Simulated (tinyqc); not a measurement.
From results back to parameters: overlap of hydrogenic dopants: pairs, impurity band and the Mott density. Three cases, with inputs chosen for the exercise.

Problem. Ry* = Ry m/eps^2, aB = a0 eps/m, and the Mott density is (0.26/aB)^3 (1/angstrom^3 = 1e24/cm^3). Binding energy and critical density come from a hidden mass and dielectric constant.

Constants: Ry = 13.60569312 eV; a0 (Bohr radius) = 0.5291772105 angstrom.

Find: aB; eps; m.

Method. aB = 0.26/n^(1/3); the product Ry* aB = Ry a0/eps gives eps, and m = a0 eps/aB.

Case 1.

binding energy = 52.01667 meV
critical density = 6.828831e+18 1/cm^3

Solution.

aB = 13.70 angstrom
eps = 10.10
m = 0.390 m0

Case 2.

binding energy = 44.11275 meV
critical density = 5.832871e+18 1/cm^3

Solution.

aB = 14.44 angstrom
eps = 11.30
m = 0.414 m0

Case 3.

binding energy = 31.00256 meV
critical density = 1.241540e+18 1/cm^3

Solution.

aB = 24.19 angstrom
eps = 9.60
m = 0.210 m0

Computed by tinyqc, one run a case: `OMP_NUM_THREADS=1 python tinyqc.py N N+1 out.jsonl` with N = 1452833, 1452841, 1452862; one thread of a shared Intel(R) Xeon(R) Processor @ 2.30GHz, about 0.01 s a run at most.
